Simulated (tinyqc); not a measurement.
# From rate r back to pressure p_B

Model: microkinetic model of a Langmuir-Hinshelwood surface reaction A + (1/2) B2 = AB with Bronsted-Evans-Polanyi barriers. Computed by tinyqc, a small Python program. Command: `OMP_NUM_THREADS=1 python tinyqc.py 3002952 3002953 out.jsonl microkin inv`. One thread of a shared host (Intel(R) Xeon(R) Processor @ 2.30GHz), about 0.01 s of CPU time with the checks.

A adsorbs in equilibrium; B2 dissociates irreversibly on two free sites; adsorbed A and B react irreversibly and AB leaves at once. theta_A + theta_B + theta_* = 1.

Inputs (values chosen for the exercise, for a model catalyst):
```
quantity                               value   unit
adsorption energy of A, E_A           -0.857     eV
adsorption energy per B atom, E_B     -0.638     eV
entropy loss of A, S_A                   1.3  meV/K
entropy loss of B2, S_B                  1.3  meV/K
slope a1 of the dissociation barrier    0.77      -
intercept b1                             1.3     eV
slope a2 of the reaction barrier        0.35      -
intercept b2                            0.28     eV
pressure p_A                            0.25    bar
temperature T                            700      K
```

Constants: k_B = 8.617333262e-05 eV/K; hbar = 6.582119569e-16 eV s.

Method. K_A = exp(-(E_A + T S_A)/(k_B T)) per bar; barriers E1 = max(b1 + a1 2 E_B, 0), E2 = b2 - a2 (E_A + E_B); k1 = (k_B T/h) exp(-S_B/k_B) exp(-E1/(k_B T)) per bar, k2 = (k_B T/h) exp(-E2/(k_B T)), h = 2 pi hbar. theta_A = K_A p_A theta_*; 2 k1 p_B theta_*^2 = k2 theta_A theta_B, so theta_B = w theta_* with w = 2 k1 p_B/(k2 K_A p_A); theta_* = 1/(1 + K_A p_A + w); rate r = k2 theta_A theta_B.

Question. A run gave the result below. Find the pressure p_B, known to lie between 0.019 and 0.053 bar.

rate r = 1140.546 1/s per site

Answer.

Each step takes the trial c = (a f_b - b f_a)/(f_b - f_a), f being the result less the target and a, b, c the logarithms of the listed values; c replaces end b, the old b replaces a if the sign of f changed, and otherwise f_a is halved.

Scan of the range:
```
pressure p_B (bar)  rate r (1/s per site)
0.0190                             660.96
0.0225                             782.63
0.0267                             928.61
0.0317                            1102.33
0.0377                            1310.73
0.0447                            1553.77
0.0530                            1841.81
```

False position (Illinois rule, in the logarithm of the input) inside the bracket:
```
step      end a      end b      trial  rate r (1/s per site)
1     0.0317000  0.0377000  0.0327238                1137.90
2     0.0377000  0.0327238  0.0327948                1140.37
3     0.0377000  0.0327948  0.0328045                1140.70
4     0.0327948  0.0328045  0.0328000                1140.55
5     0.0328045  0.0328000  0.0328000                1140.55
```

Rate r rises at every point of a 13-point scan of the range (every second point is shown), so one value fits; it is bracketed by 0.0317 and 0.0377. Answer: pressure p_B = 0.03280 bar.
